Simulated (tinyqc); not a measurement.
Inside a calculation. Method: empirical pseudopotential in a few plane waves. One step of it, computed by the program tinyqc.

Question. Levels at k. Diagonalise the Hermitian matrix.

H(k) at k (eV):
```
           +0+0+0     -1-1-1     -1-1+1     -1+1-1     -1+1+1     +1-1-1     +1-1+1     +1+1-1
+0+0+0   0.696693   1.914515  -1.914515  -1.914515  -1.914515  -1.914515  -1.914515  -1.914515
-1-1-1   1.914515   7.823364   0.000000   0.000000   0.068028   0.000000   0.068028   0.068028
-1-1+1  -1.914515   0.000000   9.297847  -0.068028   0.000000  -0.068028   0.000000   0.000000
-1+1-1  -1.914515   0.000000  -0.068028  10.772331   0.000000  -0.068028   0.000000   0.000000
-1+1+1  -1.914515   0.068028   0.000000   0.000000  12.246814   0.000000  -0.068028  -0.068028
+1-1-1  -1.914515   0.000000  -0.068028  -0.068028   0.000000  13.721298   0.000000   0.000000
+1-1+1  -1.914515   0.068028   0.000000   0.000000  -0.068028   0.000000  15.195781  -0.068028
+1+1-1  -1.914515   0.068028   0.000000   0.000000  -0.068028   0.000000  -0.068028  16.670265
+1+1+1   1.914515   0.000000   0.068028   0.068028   0.000000   0.068028   0.000000   0.000000
-2+0+0   0.000000  -1.914515  -1.914515  -1.914515   1.914515   0.423310  -0.423310  -0.423310
+0-2+0   0.000000  -1.914515  -1.914515   0.423310  -0.423310  -1.914515   1.914515  -0.423310
+0+0-2   0.000000  -1.914515   0.423310  -1.914515  -0.423310  -1.914515  -0.423310   1.914515
+0+0+2   0.000000  -0.423310   1.914515  -0.423310  -1.914515  -0.423310  -1.914515   0.423310
+0+2+0   0.000000  -0.423310  -0.423310   1.914515  -1.914515  -0.423310   0.423310  -1.914515
+2+0+0   0.000000  -0.423310  -0.423310  -0.423310   0.423310   1.914515  -1.914515  -1.914515

           +1+1+1     -2+0+0     +0-2+0     +0+0-2     +0+0+2     +0+2+0     +2+0+0
+0+0+0   1.914515   0.000000   0.000000   0.000000   0.000000   0.000000   0.000000
-1-1-1   0.000000  -1.914515  -1.914515  -1.914515  -0.423310  -0.423310  -0.423310
-1-1+1   0.068028  -1.914515  -1.914515   0.423310   1.914515  -0.423310  -0.423310
-1+1-1   0.068028  -1.914515   0.423310  -1.914515  -0.423310   1.914515  -0.423310
-1+1+1   0.000000   1.914515  -0.423310  -0.423310  -1.914515  -1.914515   0.423310
+1-1-1   0.068028   0.423310  -1.914515  -1.914515  -0.423310  -0.423310   1.914515
+1-1+1   0.000000  -0.423310   1.914515  -0.423310  -1.914515   0.423310  -1.914515
+1+1-1   0.000000  -0.423310  -0.423310   1.914515   0.423310  -1.914515  -1.914515
+1+1+1  18.144748  -0.423310  -0.423310  -0.423310  -1.914515  -1.914515  -1.914515
-2+0+0  -0.423310  11.181909  -0.068028  -0.068028   0.068028   0.068028   0.000000
+0-2+0  -0.423310  -0.068028  14.130876  -0.068028   0.068028   0.000000   0.068028
+0+0-2  -0.423310  -0.068028  -0.068028  15.605360   0.000000   0.068028   0.068028
+0+0+2  -1.914515   0.068028   0.068028   0.000000  18.554327  -0.068028  -0.068028
+0+2+0  -1.914515   0.068028   0.000000   0.068028  -0.068028  20.028810  -0.068028
+2+0+0  -1.914515   0.000000   0.068028   0.068028  -0.068028  -0.068028  22.977777
```

Give: eigenvalues.

Answer.

eigenvalues (eV): -1.4849  5.4417  8.1097  8.5964  11.0461  11.9592  13.6302  13.7251  15.3104  16.7619  17.1754  18.4402  21.1279  22.2426  24.9665
